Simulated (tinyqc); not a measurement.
Thermionic-field emission through a Schottky barrier, WKB: one step of the calculation.

Metal on an n-type semiconductor with one parabolic valley; V > 0 is forward bias (metal positive). Energies E are counted from the conduction edge of the neutral semiconductor, whose Fermi level lies at -xi; that of the metal lies at -xi - V. The barrier is a parabola of height Vd = phi - xi - V (depletion approximation, no image force).

Task. Fermi level, barrier and E00. Nc = 2 (2 pi me m0 kB T/h^2)^1.5 (times 1e-6 for cm^-3); Nd = Nc F12(-xi/Vt), F12(x) = (2/sqrt(pi)) int_0^infinity sqrt(u)/(1 + exp(u - x)) du; E00 = (hbar/2) sqrt(Nd/(me m0 eps0 eps_r)) in SI units (volts). W = sqrt(2 eps0 eps_r Vd/(q Nd)).

Parameters, values chosen for the exercise; band and dielectric values close to those of cadmium telluride: temperature T = 200 K; electron mass me = 0.0999 m0; relative permittivity eps_r = 10; barrier height seen from the metal phi = 1.04 eV; donor density Nd = 3.8e17 cm^-3; bias V = 0.23 V.

Constants: q = 1.602176634e-19 C, kB = 1.380649e-23 J/K, hbar = 1.054571817e-34 J s, h = 6.62607015e-34 J s, m0 = 9.1093837015e-31 kg, Vt = kB T/q, eps0 = 8.8541878128e-14 F/cm where lengths are in cm. Results are converted to the units shown.

Give: Nc; xi; Vd; W; E00; E00/Vt.

Result.

Nc = 4.313e17 cm^-3
xi = -0.003121 eV
Vd = 0.8131 V
W = 48.63 nm
E00 = 11.45 meV
E00/Vt = 0.6644

By a common rule of thumb, E00/Vt below 0.5 marks thermionic emission, 0.5 to 5 thermionic-field emission and above 5 field emission. By that rule alone: thermionic-field emission; with a high barrier, tunnelling near its top can carry most of the current even below 0.5.

Range of the model: The depletion approximation, a parabolic band and the neglect of image-force lowering make these currents estimates at high doping.

Program tinyqc, `OMP_NUM_THREADS=1 python tinyqc.py 2640126 2640127 out.jsonl`; Intel Xeon 2.30GHz, shared host, one thread, about 0.06 s.
